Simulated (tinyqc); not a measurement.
Ionisation and resistivity against doping: donors with valley-orbit split 1s states.

Each donor binds at most one electron, in any of its states. For a site s, W_s = sum over its states of g exp(E/kT), and the ionised share is 1/(1 + W_s exp(eta)), eta = (EF - Ec)/kT; n = Nc F_1/2(eta); neutrality n + NA = ND x (mean ionised share); holes are neglected. Nc from N = 2 (m kB T/(4 pi c))^(3/2) with c = hbar^2/2m0, in 1/angstrom^3; times 1e24 for 1/cm^3, m = md. F_j(eta) = (1/Gamma(j + 1)) integral_0^infinity x^j dx/(1 + exp(x - eta)), which tends to exp(eta) for eta << 0.

Mobility (Caughey-Thomas form): mu = mu0 + (mu1 (T/300)^(-ga) - mu0)/(1 + ((ND + NA)/Nr)^de); rho = 1/(e n mu), e = 1.602176634e-19 C.

Constants: hbar^2/2m0 = 3.80998211 eV angstrom^2; kB = 8.617333262e-05 eV/K.

Inputs chosen for the exercise (near those of As in Si; not measured data): md = 1.042 m0 (density-of-states mass of the conduction band); E = (54.8, 33.8, 33.4) meV (binding energies of 1s(A1), 1s(T2), 1s(E)); g = (2, 6, 4) (their degeneracies with spin); T = 200 K; mu0 = 63 cm^2/(V s) (mobility at heavy doping); mu1 = 1450 cm^2/(V s) (mobility at light doping and 300 K); Nr = 1e+17 1/cm^3 (reference doping); de = 0.72 (doping exponent); ga = 2.3 (temperature exponent).

NA = 0.

Results:

| ND (1/cm^3) | n (1/cm^3) | n/ND | mu (cm^2/(V s)) | rho (ohm cm) | rho at full ionisation |
|---|---|---|---|---|---|
| 1.0e+14 | 9.99e+13 | 0.999 | 3660 | 17.1 | 17.1 |
| 1.0e+15 | 9.92e+14 | 0.992 | 3558 | 1.77 | 1.75 |
| 1.0e+16 | 9.30e+15 | 0.930 | 3105 | 0.216 | 0.201 |
| 3.0e+16 | 2.49e+16 | 0.831 | 2613 | 0.0958 | 0.0796 |
| 1.0e+17 | 6.52e+16 | 0.652 | 1874 | 0.0511 | 0.0333 |
| 3.0e+17 | 1.40e+17 | 0.466 | 1193 | 0.0374 | 0.0174 |
| 1.0e+18 | 2.93e+17 | 0.293 | 643 | 0.0331 | 0.00971 |
| 2.0e+18 | 4.36e+17 | 0.218 | 438 | 0.0327 | 0.00712 |

From 1e16 to 1e18 1/cm^3 rho falls by a factor 6.53, not 100: the mobility takes a factor 4.83 and incomplete ionisation 3.17. n/ND is below 0.9 from 3e+16 1/cm^3 on. From a few times 1e18 1/cm^3 on, depending on the dopant, the levels merge with the band, and already below that screening lowers the binding energy, so the last rows understate n.

Computed by tinyqc, a small Python program: `OMP_NUM_THREADS=1 python tinyqc.py 1681689 1681690 out.jsonl` (the numbers bound the seed that draws the inputs); one thread of a shared host (Intel(R) Xeon(R) Processor @ 2.30GHz), about 0.01 s for the whole set of steps.
